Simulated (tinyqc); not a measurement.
Worked calculation: mobility of a non-polar semiconductor in the relaxation-time approximation. Computed by tinyqc, a small Python program that keeps every step. Command: `OMP_NUM_THREADS=1 python tinyqc.py 3031787 3031788 out.jsonl rta walk`. One thread of a shared host (Intel(R) Xeon(R) Processor @ 2.30GHz), about 0.01 s of CPU time with the checks. Intermediate numbers are printed to about 5 digits and carried at full precision; extremes and crossings named in words are read from the listed rows.

Each valley is treated as a sphere of mass m_d for states and rates, with one isotropic relaxation time; the conductivity mass m_c sets the current.

Inputs (values chosen for the exercise, modelled on holes in silicon):
```
quantity,value,unit
longitudinal mass m_l,0.5,m_0
transverse mass m_t,0.5,m_0
equivalent valleys Z,1,-
non-parabolicity alpha,0.28,1/eV
static permittivity eps_s,11.7,-
density rho,2329,kg/m^3
sound velocity v_l,8960,m/s
acoustic deformation potential D_A,5.1,eV
phonon energy hbar w,66.1,meV
optical or intervalley deformation potential D_o,7.9,1e8 eV/cm
final valleys Z_f,1,-
carrier density n,6.3e+14,1/cm^3
compensation ratio C,0,-
temperature T,150,K
```

Band: Kane. Impurity formula: Conwell-Weisskopf. Further scattering: none.

Constants: k_B = 8.617333262e-05 eV/K; m_0 = 9.1093837015e-31 kg; e = 1.602176634e-19 C; hbar = 1.054571817e-34 J s; eps_0 = 8.8541878128e-12 F/m; k_B = 1.380649e-23 J/K; hbar = 6.582119569e-16 eV s.

## Masses

m_d = (m_l m_t^2)^(1/3); 1/m_c = (1/m_l + 2/m_t)/3; Hall mass factor A = 3 K_m (K_m + 2)/(2 K_m + 1)^2, K_m = m_l/m_t; N_I = n (1 + C)/(1 - C).

density-of-states mass m_d = 0.5 m_0

conductivity mass m_c = 0.5 m_0

Hall mass factor A = 1

ionised impurity density N_I = 6.30e+14 1/cm^3

## Fermi level and screening

Kane band: hbar^2 k^2/(2 m) = E (1 + alpha E), speed v = hbar k/(m (1 + 2 alpha E)), states per spin, volume and energy g(E) = m k (1 + 2 alpha E)/(2 pi^2 hbar^2); overlap factors are set to 1. Here m = m_d. Masses are multiplied by m_0 and all formulas are in SI units. The reduced Fermi level eta = E_F/(k_B T) solves n = 2 Z int g f dE with f = 1/(1 + exp(x - eta)) (Z = 1 unless valleys are given); screening length L_s = sqrt(eps_s eps_0 k_B T/(e^2 dn/deta)), dn/deta = 2 Z int g f (1 - f) dE. Integrals over x = E/(k_B T) use 160 Gauss-Legendre points in u = sqrt(x) from 0 to sqrt(max(eta, 0) + 32).

reduced Fermi level eta = -8.5264

screening length L_s = 115.18 nm

The gas is non-degenerate (eta < -2), and L_s is close to the Debye length.

## Rates at a few energies

Phonon occupation N_q = 1/(exp(hbar w/(k_B T)) - 1). Acoustic deformation potential (elastic, equipartition, absorption and emission together): 1/tau = 2 pi k_B T D_A^2 g(E)/(hbar rho v_l^2). Optical or intervalley deformation potential: 1/tau = (pi Z_f D_o^2/(rho w)) [N_q g(E + hbar w) + (N_q + 1) g(E - hbar w)], with g = 0 below the band edge. Each optical term is multiplied by (1 - f(E'))/(1 - f(E)), E' the final energy, for Pauli blocking. Singly charged impurities, momentum relaxation: 1/tau = N_I e^4 m (1 + 2 alpha E) Phi/(8 pi (eps_s eps_0)^2 hbar^3 k^3), with alpha = 0 for a parabolic band. Conwell-Weisskopf: Phi = ln(1 + y^2), y = 4 pi eps_s eps_0 E N_I^(-1/3)/e^2 (largest impact parameter N_I^(-1/3)/2).

Rates (1e12/s) at E = (max(eta, 0) + 0.5, 1, 2, 4) k_B T:
```
E (meV),acoustic,optical,ionised impurity
6.463,0.26744,0.027711,0.088434
12.926,0.37993,0.029044,0.043007
25.852,0.54214,0.031601,0.019425
51.704,0.78043,0.036387,0.008383
```

## Mobility for each process alone

mu = (m_d/m_c) (2 Z e/(3 n k_B T)) int g v^2 tau f (1 - f) dE. Averages over x are split at the emission threshold x_0 = hbar w/(k_B T): 64 Gauss-Legendre points in sqrt(x) below it and 128 in sqrt(x - x_0) above it, up to x = max(eta, 0) + 32.

acoustic mobility = 6787.0 cm^2/(V s)

optical mobility = 1.0140e+05 cm^2/(V s)

ionised impurity mobility = 2.4590e+05 cm^2/(V s)

## All processes together

Rates are added at each energy before the average. With <y> = int g v^2 y f (1 - f) dE: Hall factor r_H = A (3 n k_B T/(2 Z m_d)) <tau^2/(1 + 2 alpha E)>/<tau>^2 (alpha = 0 for a parabolic band); Hall mobility r_H mu; |S| = (k_B/e) (<x tau>/<tau> - eta); resistivity 1/(n e mu).

drift mobility mu = 5680.0 cm^2/(V s)

Hall factor r_H = 1.1119

Hall mobility = 6315.4 cm^2/(V s)

Seebeck coefficient |S| = 907.36 microvolt/K

resistivity = 1.7442 ohm cm

Taking r_H = 1 in a Hall measurement would give a density 0.899 times the true one.

## Matthiessen's rule against the full average

Matthiessen's rule adds 1/mu of the separate processes.

Separate mobilities:
```
process,mu (cm^2/(V s)),share of the sum of 1/mu (%)
acoustic,6.7870e+03,91.363
optical,1.0140e+05,6.115
ionised impurity,2.4590e+05,2.522
```

mobility by Matthiessen's rule = 6200.8 cm^2/(V s)

excess of Matthiessen's rule over the full mu = 9.1690 %

The rule gives 6201 against the full 5680, 9.2 % too high; it can only overestimate, since each separate average is carried by the energies where that process is weak. The largest shares are acoustic (91 %) and optical (6 %).

Checks made by the program: the sum rule (2 Z/(3 k_B T)) int g v^2 (1 + 2 alpha E) f (1 - f) dE = n/m_d (relative difference below 1e-10).
